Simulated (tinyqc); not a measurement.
Inside a calculation. Method: CIS on RHF in the sto-6g basis, for H2, spin multiplicity 1. Computed by tinyqc, a small Python program that keeps every step (integrals from PySCF). Settings: charge = 0, multiplicity = 1, basis = sto-6g, method = RHF, energy threshold = 1e-10, iteration cap = 69, orthogonalisation = symmetric, start = atomic densities, DIIS depth = 6. Command: `OMP_NUM_THREADS=1 python tinyqc.py 24536 24537 out.jsonl` (the two numbers bound the seeds that draw the settings). One thread of a shared host (Intel(R) Xeon(R) Processor @ 2.60GHz), about 0.04 s of CPU time with the checks. The early iterations of the SCF are left out here.

## One-electron integrals

Geometry (angstrom):
```
atom,x,y,z
H,0.0000,0.0000,0.0000
H,0.0000,0.0000,0.7940
```

Basis sto-6g: exponents (1/bohr^2) and contraction coefficients of normalised primitives:
```
element,l (shell),exponent,coefficient
H,s (1),35.5232,0.0092
H,s (1),6.5131,0.0494
H,s (1),1.8221,0.1685
H,s (1),0.6260,0.3706
H,s (1),0.2431,0.4165
H,s (1),0.1001,0.1303
```

Overlap, kinetic and nuclear-attraction integrals over the contracted functions; the nuclear repulsion is the sum of Za Zb / Rab.

nuclear repulsion = 0.666470 hartree

overlap S:
```
,1H 1s,2H 1s
1H 1s,1.0000,0.6246
2H 1s,0.6246,1.0000
```

kinetic energy T (hartree):
```
,1H 1s,2H 1s
1H 1s,0.7685,0.2041
2H 1s,0.2041,0.7685
```

nuclear attraction V (hartree):
```
,1H 1s,2H 1s
1H 1s,-1.8599,-1.1037
2H 1s,-1.1037,-1.8599
```

core Hamiltonian H = T + V (hartree):
```
,1H 1s,2H 1s
1H 1s,-1.0914,-0.8995
2H 1s,-0.8995,-1.0914
```

## Two-electron integrals

Functions are numbered as in S; the eight-fold symmetry (ij|kl) = (ji|kl) = (kl|ij) leaves the list below.

Two-electron integrals (ij|kl) in chemists' order, unique and non-zero (hartree):
```
i,j,k,l,(ij|kl)
1,1,1,1,0.7750
2,1,1,1,0.4141
2,1,2,1,0.2629
2,2,1,1,0.5499
2,2,2,1,0.4141
2,2,2,2,0.7750
```

## Orthogonalisation

S = U s U^T; symmetric (Loewdin) form X = U s^(-1/2) U^T, so that X^T S X = 1.

eigenvalues of S: 0.3754  1.6246

X:
```
,1H 1s,2H 1s
1H 1s,1.2083,-0.4238
2H 1s,-0.4238,1.2083
```

## Iteration 3 (converged): orbitals

converged F (hartree):
```
,1H 1s,2H 1s
1H 1s,-0.3404,-0.5711
2H 1s,-0.5711,-0.3404
```

Diagonalise F' = X^T F X, C = X C', fill 1 alpha and 1 beta electrons from the bottom; D = 2 C_occ C_occ^T. Each column has its largest component positive (the first on a tie).

F' = X^T F X (hartree):
```
,1,2
1,0.0268,-0.5879
2,-0.5879,0.0268
```

orbital energies (hartree): MO1 -0.5611, MO2 0.6147

coefficients C:
```
,MO1,MO2
1H 1s,0.5548,1.1541
2H 1s,0.5548,-1.1541
```

D after iteration 3:
```
,1H 1s,2H 1s
1H 1s,0.6155,0.6155
2H 1s,0.6155,0.6155
```

## Convergence

Stop when the energy changes by less than 1e-10 hartree and every element of the error matrix X^T (F D S - S D F) X is below 3e-06.

Course of the cycle:
```
iteration,E (hartree),change,largest element of the error matrix
1,-0.770660,-,1.62e-16
2,-1.120089,-3.49e-01,1.62e-16
3,-1.120089,0.0000,1.62e-16
```

PySCF RHF in the same basis = -1.120089 hartree

Converged in 3 iterations.

## Integrals over molecular orbitals

(pq|rs) = sum C_ip C_jq C_kr C_ls (ij|kl), one index at a time.

one-electron integrals over orbitals h = C^T H C (hartree):
```
,1,2
1,-1.2255,0.0000
2,0.0000,-0.5109
```

Two-electron integrals over orbitals (pq|rs), unique and non-zero (hartree):
```
p,q,r,s,(pq|rs)
1,1,1,1,0.6644
2,1,2,1,0.1846
2,2,1,1,0.6551
2,2,2,2,0.6892
```

## CIS matrix, singlets

A(ia,jb) = (e_a - e_i) d_ij d_ab + 2 (ia|jb) - (ij|ab).

CIS matrix A, singlet (hartree):
```
,1>2
1>2,0.8898
```

## CIS singlet states

dipole integrals <i|r|a> (bohr):
```
,x,y,z
1>2,0.0000,0.0000,-0.9607
```

Diagonalise A (1 hartree = 27.211386 eV); each vector has its largest component positive (the first on a tie). The transition dipole is mu = sqrt2 sum c_ia <i|r|a>.

singlet excitation energies (eV): 24.2130

lowest vectors:
```
,state 1
1>2,1.0000
```

oscillator strengths 2/3 w |mu|^2: 1.0949

## CIS matrix, triplets

A(ia,jb) = (e_a - e_i) d_ij d_ab - (ij|ab).

CIS matrix A, triplet (hartree):
```
,1>2
1>2,0.5207
```

## CIS triplet states

Diagonalise A (1 hartree = 27.211386 eV); each vector has its largest component positive (the first on a tie).

triplet excitation energies (eV): 14.1678

lowest vectors:
```
,state 1
1>2,1.0000
```
